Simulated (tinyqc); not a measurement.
Worked calculation: MP2 on RHF in the sto-3g basis, for H2, spin multiplicity 1. One step of it, computed by the program tinyqc.

Question. Integrals over molecular orbitals. (pq|rs) = sum C_ip C_jq C_kr C_ls (ij|kl), one index at a time.

coefficients C, order 1H 1s, 2H 1s:
$$\begin{pmatrix}
0.549167 & 1.208969 \\
0.549167 & -1.208969
\end{pmatrix}$$

core Hamiltonian H = T + V (hartree), order 1H 1s, 2H 1s:
$$\begin{pmatrix}
-1.119015 & -0.955856 \\
-0.955856 & -1.119015
\end{pmatrix}$$

Two-electron integrals (ij|kl) in chemists' order, unique and non-zero (hartree):
```
(11|11) 0.774606   (21|11) 0.442882   (21|21) 0.295606   (22|11) 0.568867
(22|21) 0.442882   (22|22) 0.774606
```

Give: one-electron integrals over orbitals h = C^T H C; Two-electron integrals over orbitals.

Answer.

one-electron integrals over orbitals h = C^T H C (hartree):
$$\begin{pmatrix}
-1.251 & 0.000 \\
0.000 & -0.477
\end{pmatrix}$$

Two-electron integrals over orbitals (pq|rs), unique and non-zero (hartree):
```
(11|11) 0.674   (21|21) 0.181   (22|11) 0.663   (22|22) 0.697
```
